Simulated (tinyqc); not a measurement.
Worked calculation: Wannier function of the lower band of a two-orbital chain. Values are carried at full precision from step to step, so a last printed digit may differ when a step is redone from the rounded ones.

H(k) = [[-d/2 - 2 ta cos k, -t1 - t2 exp(-ik)], [-t1 - t2 exp(ik), d/2 - 2 tb cos k]], k in 1/a, Bloch sums with exp(ikR) and without the positions inside the cell. Mesh k_j = 2 pi j/N. Projection gauge: each lower eigenvector u is multiplied by the phase that makes <trial|u> real and positive (the one-band case of Loewdin orthogonalisation). Wannier amplitudes w(R) = (1/N) sum_k exp(ikR) u(k); hoppings H(R) = (1/N) sum_k exp(-ikR) E(k).

Values chosen for the exercise:
- d = 0.4 eV (A at -d/2, B at +d/2)
- t1 = 1.05 eV (A-B in the cell)
- t2 = 0.81 eV (B to A of the next cell)
- ta = 0.05 eV (A-A between cells)
- tb = 0.09 eV (B-B between cells)
- N = 6 (k points)
- th = 30 degrees (trial orbital cos(th) A + sin(th) B in cell 0)
- xb = 0.55 a (position of B (A at 0))
- a = 5.4 angstrom (period)
- kq = 1.98 1/a (point off the mesh)

## Bloch states in the projection gauge

Diagonalise at each mesh point and fix the phase.

Mesh:
```
j  E lower (eV)  E upper (eV)               u_A               u_B  |<trial|u>|
0       -2.0069        1.7269           0.73679           0.67613       0.9761
1       -1.6953        1.5553  0.73665-0.11278i  0.63755+0.19534i       0.9567
2       -0.9080        1.0480  0.75781-0.19544i  0.52244+0.33851i       0.9175
3       -0.1994        0.4794           0.92388           0.38268       0.9914
4       -0.9080        1.0480  0.75781+0.19544i  0.52244-0.33851i       0.9175
5       -1.6953        1.5553  0.73665+0.11278i  0.63755-0.19534i       0.9567
```

The projection is smallest at j = 2 and 4 (0.9175); the gauge is smooth as long as it stays away from zero.

## The Wannier function

w(R) = (1/N) sum_j exp(2 pi i j R/N) u_j, for the N cells nearest the origin; it is real.

Amplitudes:
```
R      on A     on B
-2   0.0516  -0.0582
-1  -0.1237   0.2222
0    0.7749   0.5631
1    0.0543  -0.0860
2    0.0038   0.0245
3   -0.0241   0.0105
```

norm = 1.0000

Cell 0 holds 91.8 % of the weight.

## Centre and spread in real space

Point-like orbitals at R (A) and R + xb (B): centre <x>, spread <x^2> - <x>^2.

centre in units of a = 0.145
centre in angstrom = 0.782
spread = 4.354 angstrom^2

## The same from overlaps (Marzari-Vanderbilt)

b = 2 pi/N; M_j = u_j^+ diag(1, exp(-i b xb)) u_(j+1), with u_N = u_0. Centre = -(1/2 pi) sum arg M_j; gauge-invariant part Omega_I = (1/(N b^2)) sum (1 - |M_j|^2); gauge-dependent part Omega_D = (1/(N b^2)) sum (arg M_j + b centre)^2.

Overlaps:
```
j   |M_j|  arg M_j (rad)
0  0.9979        -0.2090
1  0.9936        -0.1827
2  0.7981        -0.0463
3  0.7981        -0.0463
4  0.9936        -0.1827
5  0.9979        -0.2090
```

centre from overlaps = 0.139 a
Omega_I = 0.1155 a^2
Omega_D = 0.0046 a^2

The centre is the Berry phase over 2 pi and does not depend on the trial orbital (modulo a). Omega_D is 3.9 % of the total; in one dimension a gauge that spreads the phase evenly removes it. The total is 0.1201 a^2, against 0.1903 a^2 (centre 0.143 a) in real space on 96 cells.

## Hoppings and interpolation

H(R) = (1/N) sum_j E_j cos(2 pi j R/N) for R = 0 to N/2. Interpolation: E(k) = H(0) + 2 sum H(R) cos(kR), the term R = N/2 of an even mesh counted once.

H(0), H(1), ... (eV): -1.2355  -0.4325  0.0662  -0.0388

interpolated E(kq) = -1.0183 eV

The exact value is -1.0066 eV; the interpolation is off by -11.8 meV. Though the chain has short hoppings, the single band has longer ones, made by paths through the other orbital, which the tails of the Wannier function carry.

## Checks

- Centre from overlaps against the real-space centre on 200 points: both 0.1427.
- Omega_I + Omega_D against the real-space spread on 200 points: both 0.190.

Computed by tinyqc, a small Python program: `OMP_NUM_THREADS=1 python tinyqc.py 1482612 1482613 out.jsonl` (the numbers bound the seed that draws the inputs); one thread of a shared host (Intel(R) Xeon(R) Processor @ 2.30GHz), about 0.2 s for the whole set of steps.
